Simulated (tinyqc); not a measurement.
Worked calculation: G0W0 on RHF in the 6-31g basis, for H3+, spin multiplicity 1. One step of it, computed by the program tinyqc.

Task: Screening: direct RPA. With D = e_a - e_i and K = (ia|jb): diagonalise D^(1/2) (D + 4K) D^(1/2) = Z w^2 Z^T; X + Y = D^(1/2) Z w^(-1/2), each column of Z with its largest component positive (the first on a tie); E_c = (sum w - tr (D + 2K)) / 2.

orbital energies (hartree): MO1 -0.990839, MO2 -0.292568, MO3 -0.217660, MO4 0.599059, MO5 0.627069, MO6 0.698678

Two-electron integrals over orbitals (pq|rs), unique and non-zero (hartree):
```
(11|11) 0.527892    (21|11) -0.013574   (21|21) 0.111453    (22|11) 0.439373
(22|21) 0.041082    (22|22) 0.451350    (31|11) 0.015409    (31|21) 0.000462
(31|22) -0.038717   (31|31) 0.101430    (32|11) 0.000866    (32|21) -0.048802
(32|22) -0.007006   (32|31) -0.032903   (32|32) 0.043950    (33|11) 0.436303
(33|21) -0.040187   (33|22) 0.352440    (33|31) 0.039762    (33|32) 0.006430
(33|33) 0.421787    (41|11) 0.095729    (41|21) -0.026360   (41|22) 0.051945
(41|31) 0.009066    (41|32) 0.008331    (41|33) 0.065859    (41|41) 0.063220
(42|11) -0.047045   (42|21) 0.014071    (42|22) -0.028141   (42|31) 0.006631
(42|32) -0.009008   (42|33) -0.030398   (42|41) -0.032376   (42|42) 0.029759
(43|11) 0.013446    (43|21) 0.007089    (43|22) -0.001008   (43|31) 0.019496
(43|32) -0.009741   (43|33) 0.012096    (43|41) 0.007934    (43|42) 0.006997
(43|43) 0.042959    (44|11) 0.446932    (44|21) -0.068691   (44|22) 0.357713
(44|31) 0.019018    (44|32) 0.024078    (44|33) 0.405542    (44|41) 0.085085
(44|42) -0.041587   (44|43) 0.005211    (44|44) 0.441462    (51|11) -0.029031
(51|21) -0.053717   (51|22) -0.047826   (51|31) -0.001339   (51|32) 0.024986
(51|33) -0.002136   (51|41) 0.003631    (51|42) -0.017416   (51|43) -0.009308
(51|44) 0.008883    (51|51) 0.058170    (52|11) -0.104442   (52|21) -0.035121
(52|22) -0.102219   (52|31) 0.022562    (52|32) 0.007582    (52|33) -0.049731
(52|41) -0.032438   (52|42) 0.008553    (52|43) 0.006893    (52|44) -0.054679
(52|51) 0.056901    (52|52) 0.101506    (53|11) -0.000666   (53|21) 0.024242
(53|22) 0.005647    (53|31) 0.012439    (53|32) -0.010487   (53|33) -0.002868
(53|41) -0.009134   (53|42) 0.011404    (53|43) 0.004175    (53|44) -0.013003
(53|51) -0.022041   (53|52) -0.015125   (53|53) 0.015825    (54|11) 0.009495
(54|21) -0.051424   (54|22) -0.006106   (54|31) -0.017428   (54|32) 0.028473
(54|33) 0.014207    (54|41) 0.016306    (54|42) -0.009813   (54|43) -0.009737
(54|44) 0.036257    (54|51) 0.024555    (54|52) 0.009180    (54|53) -0.014320
(54|54) 0.032838    (55|11) 0.442291    (55|21) 0.114836    (55|22) 0.476264
(55|31) -0.036676   (55|32) -0.040043   (55|33) 0.329181    (55|41) 0.047081
(55|42) -0.018744   (55|43) -0.000130   (55|44) 0.320736    (55|51) -0.103840
(55|52) -0.159394   (55|53) 0.028095    (55|54) -0.045103   (55|55) 0.599457
(61|11) -0.003790   (61|21) -0.003224   (61|22) 0.033441    (61|31) -0.064563
(61|32) 0.025184    (61|33) -0.022638   (61|41) -0.005467   (61|42) -0.011213
(61|43) -0.046991   (61|44) -0.004546   (61|51) 0.002323    (61|52) -0.028823
(61|53) -0.006291   (61|54) 0.016521    (61|55) 0.038361    (61|61) 0.076319
(62|11) -0.005571   (62|21) 0.040161    (62|22) 0.000326    (62|31) 0.027948
(62|32) -0.024362   (62|33) -0.005891   (62|41) -0.013575   (62|42) 0.019654
(62|43) 0.022522    (62|44) -0.025077   (62|51) -0.031811   (62|52) -0.010607
(62|53) 0.019548    (62|54) -0.026369   (62|55) 0.031511    (62|61) -0.030952
(62|62) 0.037425    (63|11) -0.123496   (63|21) 0.029881    (63|22) -0.064879
(63|31) -0.027482   (63|32) -0.003460   (63|33) -0.088827   (63|41) -0.068725
(63|42) 0.032203    (63|43) -0.017005   (63|44) -0.109122   (63|51) -0.001390
(63|52) 0.033097    (63|53) 0.007814    (63|54) -0.014553   (63|55) -0.055328
(63|61) 0.020985    (63|62) 0.008280    (63|63) 0.089086    (64|11) -0.011756
(64|21) -0.025250   (64|22) 0.037005    (64|31) -0.110121   (64|32) 0.050320
(64|33) -0.034324   (64|41) -0.003625   (64|42) -0.016061   (64|43) -0.038820
(64|44) -0.003408   (64|51) 0.017019    (64|52) -0.021908   (64|53) -0.019103
(64|54) 0.035716    (64|55) 0.022260    (64|61) 0.089538    (64|62) -0.047363
(64|63) 0.025381    (64|64) 0.150699    (65|11) 0.004932    (65|21) -0.060897
(65|22) -0.023877   (65|31) -0.003594   (65|32) 0.033063    (65|33) 0.020122
(65|41) 0.017215    (65|42) -0.016525   (65|43) -0.010934   (65|44) 0.039790
(65|51) 0.040876    (65|52) 0.026484    (65|53) -0.015103   (65|54) 0.032492
(65|55) -0.074581   (65|61) 0.010063    (65|62) -0.028492   (65|63) -0.016859
(65|64) 0.023416    (65|65) 0.044857    (66|11) 0.491452    (66|21) -0.062501
(66|22) 0.381791    (66|31) 0.037247    (66|32) 0.016426    (66|33) 0.443985
(66|41) 0.117243    (66|42) -0.057181   (66|43) 0.020969    (66|44) 0.469542
(66|51) 0.003036    (66|52) -0.071364   (66|53) -0.012758   (66|54) 0.030801
(66|55) 0.355067    (66|61) -0.024542   (66|62) -0.019343   (66|63) -0.142919
(66|64) -0.029275   (66|65) 0.036910    (66|66) 0.529878
```

Give: D^(1/2) (D + 4K) D^(1/2); excitation energies w; X + Y; RPA correlation energy.

Result:

D^(1/2) (D + 4K) D^(1/2) (hartree^2), lower triangle:
```
         1>2      1>3      1>4     1>5     1>6
1>2   0.7989
1>3   0.0014   0.9115
1>4  -0.1111   0.0402   2.9298
1>5  -0.2284  -0.0060   0.0233  2.9941
1>6  -0.0140  -0.2952  -0.0358  0.0154  3.3702
```

excitation energies w (hartree): 0.8774  0.9359  1.7086  1.7407  1.8464

X + Y:
```
           1        2        3        4        5
1>2   0.8863   0.0092  -0.0078  -0.0713  -0.0032
1>3  -0.0100   0.9024   0.0044   0.0031  -0.0765
1>4   0.0677  -0.0220   0.9006   0.3298  -0.0751
1>5   0.1377   0.0043  -0.3373   0.8983   0.0343
1>6   0.0059   0.1576   0.0894  -0.0062   0.9460
```

RPA correlation energy = -0.040433 hartree
